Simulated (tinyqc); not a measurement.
Temperatures in a stack of 3 dies with leakage feedback: one step of the calculation.

One-dimensional heat flow to a sink below die 0. The power of each die is released in a plane at its top; from the plane of die j > 0 heat crosses its silicon (ts), a bond layer and the wiring of die j - 1; from die 0 it crosses t0, paste and sink. Copper shares the path through bond and wiring in parallel: k_eff = fm km + (1 - fm) k. Silicon is taken at the temperature of the plane above it. Leakage is P_l exp((T - 350 K)/Tl).

Question. Resistances per area at 300 K. R = thickness/conductivity for each layer.

Parameters, values chosen for the exercise; conductivities of the order met in silicon, wiring layers, bonds and pastes: conductivity of silicon at 300 K k0 = 144 W/(m K); thickness of a thinned die ts = 30 um; thickness of the die next to the sink t0 = 500 um; thickness of the wiring layers tb = 8 um; conductivity of the wiring layers kb = 3.5 W/(m K); thickness of a bond layer tg = 1 um; conductivity of the bond dielectric kg = 1.2 W/(m K); area share of copper through bond and wiring fm = 0.1; conductivity of copper km = 390 W/(m K); paste and lid Rt = 0.26 K cm^2/W; heat sink Rs = 1.09 K cm^2/W.

Wanted: thick die; thinned die; k_eff of the bond; k_eff of the wiring; bond plus wiring; paste plus sink.

Answer.

thick die = 0.034722 K cm^2/W
thinned die = 0.0020833 K cm^2/W
k_eff of the bond = 40.080 W/(m K)
k_eff of the wiring = 42.150 W/(m K)
bond plus wiring = 0.0021475 K cm^2/W
paste plus sink = 1.3500 K cm^2/W

tinyqc, about 0.04 s, one thread, Intel Xeon 2.30GHz (shared host): `OMP_NUM_THREADS=1 python tinyqc.py 2162109 2162110 out.jsonl`
